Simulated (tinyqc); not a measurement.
Comparisons within one model: temperature and isotope dependence of a band gap in oscillator models. A value that a table varies takes the place of the one given here.

E(T) = E0 - sum_i sl_i th_i n_i(T), n = 1/(exp(th/T) - 1). The same coupling lowers the gap at 0 K by the zero-point term ZP = sum_i sl_i th_i/2, so the gap of the static lattice is E0 + ZP. Thermal expansion is taken as part of the slopes.

Two-parameter forms are made to pass through the falls at the two temperatures T12: Varshni aV T^2/(T + bV), from the line T^2/fall = (T + bV)/aV; one oscillator s1 t1/(exp(t1/T) - 1), with t1 from the ratio of the falls.

Constants: kB = 8.617333262e-05 eV/K; hbar^2/2m0 = 3.80998211 eV angstrom^2.

Values chosen for the exercise (near those of AlN; shifted at random, so the results belong to these values and not to a real crystal):
- E0 = 6.133 eV (gap at 0 K)
- th = (298, 1064) K (temperatures of two oscillators)
- sl = (0.236, 0.607) meV/K (their high-temperature slopes)
- T12 = (730, 1470) K (temperatures of the fits)
- mm = 1 m0 (geometric mean of the density-of-states masses)
- T = 50 K (temperature)

## How far the fits carry

Falls of the gap from E0, and errors of the two fits against the model.

Results:
```
T (K),fall (meV),Varshni - model (meV),one oscillator - model (meV),fall/ZP
20,0.00,0.46,0.00,0.000
50,0.18,2.62,-0.18,0.001
100,3.78,6.82,-3.54,0.011
200,23.64,14.62,-10.88,0.066
300,60.53,17.87,-10.06,0.169
400,112.14,15.82,-6.89,0.313
600,241.40,5.98,-1.83,0.674
800,388.05,-2.53,0.62,1.084
```

Below the first fit point the largest errors are +17.87 meV (Varshni, 300 K, on a fall of 60.53 meV) and -10.88 meV (one oscillator, 200 K); a T^2 law cannot freeze out; a single oscillator misses the soft modes. No row lies well beyond the second fit point, so the table does not test extrapolation to high T. The thermal fall equals ZP between 600 and 800 K.

## What the shift does to the intrinsic density

ni = 2 (mm kT/(4 pi c))^(3/2) exp(-E/2kT), c = hbar^2/2m0, with E(T) and with E0; 1 angstrom^-3 = 1e24 cm^-3. Apparent gap from an Arrhenius plot of ni/T^(3/2): E(T) - T dE/dT, dE/dT = -sum sl_i (th_i/T)^2 n_i (1 + n_i).

Results:
```
T (K),E(T) (eV),ni (cm^-3),ni with E(T) / ni with E0,apparent gap (eV)
200,6.1094,1.45e-58,1.985,6.1657
250,6.0930,7.34e-43,2.527,6.1856
300,6.0725,2.47e-32,3.224,6.2077
350,6.0482,9.01e-25,4.080,6.2296
400,6.0209,4.54e-19,5.087,6.2499
500,5.9594,4.99e-11,7.498,6.2848
700,5.8197,0.100,13.425,6.3341
```

Using E0 in place of E(T) understates ni by a factor that rises from 1.99 to 13.42, towards exp(sum sl/2kB) = 133.1. The slope of an Arrhenius plot returns neither E(T) nor E0 but the intercept of the tangent, 6.2077 eV at 300 K, which lies 75 meV above E0 and tends to the static gap 6.4911 eV.

## What each parameter does

Gap at T, slope -sum sl_i (th_i/T)^2 n_i (1 + n_i) and ZP. Each row changes one parameter from the base and keeps the others.

Results:
```
case,E(T) (eV),dE/dT (meV/K),ZP (meV)
base,6.1328,-0.0217,358.09
T = 90 K,6.1303,-0.1023,358.09
E0 = 6.143 eV,6.1428,-0.0217,358.09
"th = (298, 1276) K",6.1328,-0.0217,422.43
"sl = (0.3068, 0.607) meV/K",6.1328,-0.0283,368.64
```

The largest shifts from the base row, up to three for each result and ties (the steps differ in size, so this ranks the rows, not the parameters). E(T) (eV): E0 +0.0100, T -0.0025; unchanged at the printed digits by th and sl. dE/dT (meV/K): T -0.0805, sl -0.0065; unchanged at the printed digits by E0 and th. ZP (meV): th +64.34, sl +10.55; unchanged at the printed digits by T and E0.

tinyqc: `OMP_NUM_THREADS=1 python tinyqc.py 1850346 1850347 out.jsonl`; about 0.01 s, one thread, shared Intel(R) Xeon(R) Processor @ 2.30GHz.
